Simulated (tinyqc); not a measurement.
AlGaN/GaN HEMT with access regions, lumped model: one step of the calculation.

A polarisation-induced electron sheet under a Schottky gate, in series with two ungated access regions and contacts. Drift law v = mu E/(1 + mu E/vs) under the gate. Currents in mA/mm, resistances in ohm mm. No self-heating, no channel-length modulation; fits for polarisation, barrier and offset are chosen for the exercise.

Task. On-resistance and breakdown. sigma = (5e13 x + 1.6e13 x^2) cm^-2, phiB = 0.84 + 1.3 x, dEc = 0.7 (1.71 x + x^2) in volts, Cb = eps0 eps_r/d, VT = phiB - dEc - q sigma/Cb, access density n0 = -Cb VT/q. Ron = 2 Rc + Ls/(q mu n0) + Ld/(q mu (1 - ft) n0) + Lg/(mu Cb (Vg - VT)). Off state: a depleted stretch that holds the voltage V has the peak field sqrt(k V), k = 2 q n0/(eps0 eps_r te), so one edge holds V1 = Ec^2/k. The sheet under the plate pinches off at Vf = q n0 (1/Cb + tf/(eps0 ei)); beyond it the gate edge is screened. BV = V1 if Vf >= V1, else Vf + V1, and at most Ec Ld. Specific resistance Ron (Ls + Lg + Ld); figure of merit BV^2 over it.

Parameters, values chosen for the exercise; values close to those of AlGaN/GaN structures: aluminium share of the barrier x = 0.29; barrier thickness d = 25 nm; relative permittivity of barrier and channel eps_r = 9.5; channel mobility mu = 1600 cm^2/(V s); saturation velocity vs = 1.5e7 cm/s; gate length Lg = 1.5 um; source access length Ls = 1 um; drain access length Ld = 8 um; resistance of each contact Rc = 0.59 ohm mm; share of the drain-access electrons removed by traps ft = 0.46; gate voltage Vg = -0.5 V; critical field Ec = 3.3 MV/cm; depth over which the depleted charge spreads te = 0.29 um; insulator under the field plate tf = 200 nm; relative permittivity of that insulator ei = 7.5.

Constants: q = 1.602176634e-19 C, eps0 = 8.8541878128e-14 F/cm where lengths are in cm. Results are converted to the units shown.

Find: Ron; Vf; V1; BV; specific resistance; figure of merit.

Result.

Ron = 5.989 ohm mm
Vf = 74.98 V
V1 = 58.62 V
BV = 58.62 V
specific resistance = 0.6289 mohm cm^2
figure of merit = 5.464 MW/cm^2

The plate pinches off too late to screen the gate edge, so it adds nothing.

tinyqc, about 0.02 s, one thread, Intel Xeon 2.30GHz (shared host): `OMP_NUM_THREADS=1 python tinyqc.py 2570009 2570010 out.jsonl`
